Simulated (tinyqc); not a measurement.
## Narrowing from the saturation current

Problem. A uniform n-type emitter has J0 = (q p0 D/L)(s + tanh(W/L))/(1 + s tanh(W/L)), D = mup Vt, s = S L/D, and p0 = (ni^2/N) exp(dE_app/kB T), where dE_app = dEg + kB T ln[(N/Nc) exp(-eta)]. Find p0, dE_app and dEg.

Inputs (values chosen for the exercise); band and dielectric values close to those of silicon: temperature T = 300 K; conduction-band density of states at 300 K Nc = 2.77e19 cm^-3; ionised donor density N = 1.2e19 cm^-3; minority-hole mobility mup = 150 cm^2/(V s); emitter width W = 210 nm; recombination velocity at the contact S = 36000 cm/s.

Constants: q = 1.602176634e-19 C, kB = 1.380649e-23 J/K, Vt = kB T/q. Results are converted to the units shown.

J0 = 226.15921 fA/cm^2
L = 2932.5688 nm
ni = 8.7518216e9 cm^-3
converged eta = -0.68427893

Answer. J0 gives p0, its ratio to ni^2/N gives dE_app, and the degeneracy term is taken off.

p0 = 45.64 cm^-3
dE_app = 50.86 meV
dEg = 54.79 meV

tinyqc, about 0.01 s, one thread, Intel Xeon 2.30GHz (shared host): `OMP_NUM_THREADS=1 python tinyqc.py 2330137 2330138 out.jsonl`
